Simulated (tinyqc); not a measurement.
Rutherford backscattering from a thin compound film on silicon: kinematics, yields, composition and thickness: one step, computed by the program tinyqc. Command: `OMP_NUM_THREADS=1 python tinyqc.py 3016296 3016297 out.jsonl rbs walk`. One thread of a shared host (Intel(R) Xeon(R) Processor @ 2.30GHz), about 0.01 s of CPU time with the checks.

Singly charged helium ions (Z1 = 2, M1 = 4.0026 u) enter at the tilt angle a1 to the normal and leave at a2 = |180 - theta - tilt| in the same plane. The film is A B_x.

Task: Kinematics. Kinematic factor K = [(sqrt(M^2 - M1^2 sin^2 theta) + M1 cos theta)/(M + M1)]^2. Surface edges lie at K E0; substrate silicon has M = 28.09 u. Mass resolution at M_A = resolution/(E0 dK/dM).

Inputs (values chosen for the exercise, modelled on a helium beam on NiSi):
```
quantity                    value     unit
beam energy E0                2.1      MeV
scattering angle theta        160  degrees
heavy element: mass M_A      58.7        u
light element: mass M_B     28.09        u
detector resolution (FWHM)     13      keV
```

Give: kinematic factors; surface edges; mass resolution at M_A.

Result:

kinematic factors: A 0.7672, B 0.5731, Si 0.5731

surface edges (keV): A 1611, B 1204, Si 1204

mass resolution at M_A = 1.782 u

K flattens for heavy targets, so masses within 1.8 u of A cannot be told apart.
